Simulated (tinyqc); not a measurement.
Type-II superlattice in the two-band Kane model: one step. Wave numbers and masses at one energy. Two cases, with inputs chosen for the exercise.

Task: Give k^2 and m(E) in both layers.

Motion along the axis, period d = a + b, c = hbar^2/2m0. Conduction and light-hole bands couple: (E - Ec)(E - Ev) = Ep c k^2 in each layer, with mass m(E) = (E - Ev)/Ep, which may be negative. The conduction envelope psi and psi'/m(E) are continuous; a layer carries them by [[cos kt, (m/k) sin kt], [-(k/m) sin kt, cos kt]] (cosh and sinh for k^2 < 0), and cos(q d) = tr(M_B M_A)/2. C1 is the first miniband above EvB, with its bottom at tr/2 = +1 and its top at -1; the gap is the bottom of C1 less the top heavy-hole level HH1.

Constants: hbar^2/2m0 = 3.80998211 eV angstrom^2.

Case 1.

Values chosen (near those of an InAs/GaSb superlattice; shifted at random, so the results belong to these values and not to a real crystal):
- a = 37 angstrom (layer A)
- b = 30 angstrom (layer B)
- EcA = 0 eV (conduction edge of A)
- EvA = -0.411 eV (valence edge of A)
- EcB = 0.938 eV (conduction edge of B)
- EvB = 0.137 eV (valence edge of B)
- EpA = 14.5 eV (coupling energy in A)
- EpB = 18.1 eV (coupling energy in B)
- E = 0.17 eV (trial energy)

Case 2.

Values chosen (near those of an InAs/GaSb superlattice; shifted at random, so the results belong to these values and not to a real crystal):
- a = 36 angstrom (layer A)
- b = 20 angstrom (layer B)
- EcA = 0 eV (conduction edge of A)
- EvA = -0.419 eV (valence edge of A)
- EcB = 0.988 eV (conduction edge of B)
- EvB = 0.172 eV (valence edge of B)
- EpA = 14.1 eV (coupling energy in A)
- EpB = 17.7 eV (coupling energy in B)
- E = 0.447 eV (trial energy)

Give: Layers.

Result:

Case 1.

Layers:

| layer | k^2 (1/angstrom^2) | m(E) (m0) |
|---|---|---|
| A | 0.0017879 | 0.04007 |
| B | -0.00036751 | 0.00182 |

In B the decay constant is 0.0192 1/angstrom; across the gap of B it peaks at mid-gap, at 0.0482, and vanishes at both edges.

Case 2.

Layers:

| layer | k^2 (1/angstrom^2) | m(E) (m0) |
|---|---|---|
| A | 0.0072058 | 0.06142 |
| B | -0.0022061 | 0.01554 |

In B the decay constant is 0.0470 1/angstrom; across the gap of B it peaks at mid-gap, at 0.0497, and vanishes at both edges.

Computed by tinyqc, one run a case: `OMP_NUM_THREADS=1 python tinyqc.py N N+1 out.jsonl` with N = 1281849, 1282337; one thread of a shared Intel(R) Xeon(R) Processor @ 2.30GHz, about 0.06 s a run at most.
